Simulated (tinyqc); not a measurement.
Scaling with the misfit: strain-driven roughening and islands of a mismatched epitaxial film. Computed by tinyqc, a small Python program. Command: `OMP_NUM_THREADS=1 python tinyqc.py 3008253 3008254 out.jsonl island walk`. One thread of a shared host (Intel(R) Xeon(R) Processor @ 2.30GHz), about 0.01 s of CPU time with the checks.

Film and substrate share isotropic elastic constants; the film is coherent and biaxially strained.

Inputs (values chosen for the exercise, modelled on Si(0.5)Ge(0.5) on Si):
```
quantity                                      value       unit
misfit |f|                                   0.0201          -
shear modulus G                                55.7        GPa
Poisson ratio nu                               0.27          -
surface energy gamma                           1.14      J/m^2
contact angle of the shallow shape theta_1     8.96    degrees
contact angle of the steep shape theta_2       33.5    degrees
facet energy of shape 1 over gamma            1.006          -
facet energy of shape 2 over gamma            1.058          -
surface mobility D_s nu_s Omega^2/(k_B T)   7.1e-33  m^6/(J s)
```

Transport: surface diffusion.

Constants: e = 1.602176634e-19 C.

Method:
- M = 2 G (1 + nu)/(1 - nu); stress = M f; energy density w = M f^2.
- A ripple A cos(k x) has the surface chemical potential per volume [gamma k^2 - 2 (1 + nu) w k] A cos(k x), so k_c = 2 (1 + nu) w/gamma. With surface diffusion the amplitude grows at the rate q = B k^2 [2 (1 + nu) w k - gamma k^2], fastest at k_m = (3/4) k_c. B is the surface mobility.
- Shallow faceted island (Tersoff form): E = 4 Gam V^(2/3) tan^(1/3)(theta) - 6 c V tan(theta), Gam = gamma [x/sin(theta) - 1/tan(theta)], x the facet energy over gamma, c = stress^2 (1 - nu)/(2 pi G).
- The barrier is the maximum of E, at V_c = [4 Gam/(9 c)]^3 / tan^2(theta) (1 GPa nm = 1 J/m^2).
- V_c = [4 Gam/(9 c)]^3/tan^2(theta), barrier = (4/3) Gam V_c^(2/3) tan^(1/3)(theta); the growth time is 1/q at k_m.

fastest wavelength = 48.0210 nm

growth time 1/q at k_m = 1.26463 s

critical volume, shape 1 = 263.393 nm^3

barrier, shape 1 = 24.6135 eV

Misfit scaled at fixed constants:
```
|f| (%)  fastest wavelength (nm)  growth time (s)  V_c of shape 1 (nm^3)  barrier of shape 1 (eV)
0.5025                    768.34       8.2879e+04             1.0789e+06               6.3011e+03
0.7035                    392.01       5.6159e+03             1.4328e+05               1.6402e+03
1.0050                    192.08       3.2375e+02             1.6857e+04               3.9382e+02
1.4070                     98.00       2.1937e+01             2.2388e+03               1.0251e+02
2.0100                     48.02       1.2646e+00             2.6339e+02               2.4613e+01
2.8140                     24.50       8.5692e-02             3.4981e+01               6.4071e+00
```

Halving the misfit stretches the wavelength 4 times, the barrier 16 times, the volume 64 times and the time 256 times: f^(-2), f^(-4), f^(-6), f^(-8). Over these rows the time spans 6.0 decades: strongly mismatched films tend to roughen first, while dilute alloys have time to stay flat. Rows with wavelengths under 10 nm or volumes under 5 nm^3 are beyond the continuum picture.

Extremes, crossings and ranges named in words are read from the listed rows.
